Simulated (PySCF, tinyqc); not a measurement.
Inside a calculation. Method: RHF in the sto-3g basis, for Be, spin multiplicity 1. This run ends on a higher stationary point, not on the lowest solution. The lowest restricted solution is unstable here: a spin-polarised one lies 0.0012 hartree lower (PySCF). One step of it, computed by the program tinyqc.

Task: Orthogonalisation. S = U s U^T; symmetric (Loewdin) form X = U s^(-1/2) U^T, so that X^T S X = 1.

overlap S, lower triangle:
```
           1Be 1s    1Be 2s   1Be 2px   1Be 2py   1Be 2pz
1Be 1s   1.000000
1Be 2s   0.259517  1.000000
1Be 2px  0.000000  0.000000  1.000000
1Be 2py  0.000000  0.000000  0.000000  1.000000
1Be 2pz  0.000000  0.000000  0.000000  0.000000  1.000000
```

Give: eigenvalues of S; X.

Result:

eigenvalues of S: 0.7405  1.0000  1.0000  1.0000  1.2595

X, lower triangle:
```
          1Be 1s  1Be 2s  1Be 2px  1Be 2py  1Be 2pz
1Be 1s    1.0266
1Be 2s   -0.1355  1.0266
1Be 2px   0.0000  0.0000   1.0000
1Be 2py   0.0000  0.0000   0.0000   1.0000
1Be 2pz   0.0000  0.0000   0.0000   0.0000   1.0000
```
